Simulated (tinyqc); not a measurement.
Electroplating on a thin resistive seed layer: kinetics, Wagner number and the terminal effect across a wafer: one step, computed by the program tinyqc. Command: `OMP_NUM_THREADS=1 python tinyqc.py 3120093 3120094 out.jsonl terminal walk`. One thread of a shared host (Intel(R) Xeon(R) Processor @ 2.30GHz), about 0.03 s of CPU time with the checks.

Current enters the seed at the rim. The bath is treated as a local resistance per area (no lateral flow in the liquid), two electrons per ion, molar volume 7.11 cm^3/mol, Faraday constant F = e N_A, kinematic viscosity 0.01 cm^2/s, omega = 2 pi x rpm/60; k_B T/e is in volts.

Problem. Linear estimate of the terminal effect. Linearised: with R_t = kinetic + bath resistance the current density obeys (1/r)(r i')' = i R_s/R_t, so i = A I_0(r/l), l = sqrt(R_t/R_s); with x = R/l, edge/centre = I_0(x) and edge/mean = x I_0(x)/(2 I_1(x)). Voltage drop in the seed for a uniform current: i R_s R^2/4.

Inputs (values chosen for the exercise, of the order of those for copper plating on a thin cobalt or ruthenium seed): wafer radius R = 15 cm; mean current density = 32 mA/cm^2; temperature T = 298 K.

kinetic resistance = 1.099300 ohm cm^2

bath resistance R_b = 188.8889 ohm cm^2

sheet resistance R_s = 9.090909 ohm/square

Give: length l; x = R/l; edge over centre, linear; edge over mean, linear; drop for uniform current.

Solution.

length l = 4.572 cm

x = R/l = 3.281

edge over centre, linear = 6.146

edge over mean, linear = 1.979

drop for uniform current = 16364 mV
